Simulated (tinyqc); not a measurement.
Inside a calculation. Method: plane-wave Kohn-Sham cycle with exchange-only LDA in a layered model solid. One step of it, computed by the program tinyqc.

Problem. Iteration 2: levels at that k. Diagonalise the Hermitian matrix.

H (hartree), lower triangle:
```
           -3         -2         -1         +0         +1         +2        +3
-3   0.708680
-2  -0.198711   0.149179
-1   0.011728  -0.198711  -0.161655
+0   0.000166   0.011728  -0.198711  -0.223822
+1  -0.000273   0.000166   0.011728  -0.198711  -0.037322
+2   0.000278  -0.000273   0.000166   0.011728  -0.198711   0.397846
+3   0.000216   0.000278  -0.000273   0.000166   0.011728  -0.198711  1.081681
```

Give: eigenvalues.

Solution.

eigenvalues (hartree): -0.471  -0.209  0.024  0.217  0.436  0.778  1.139
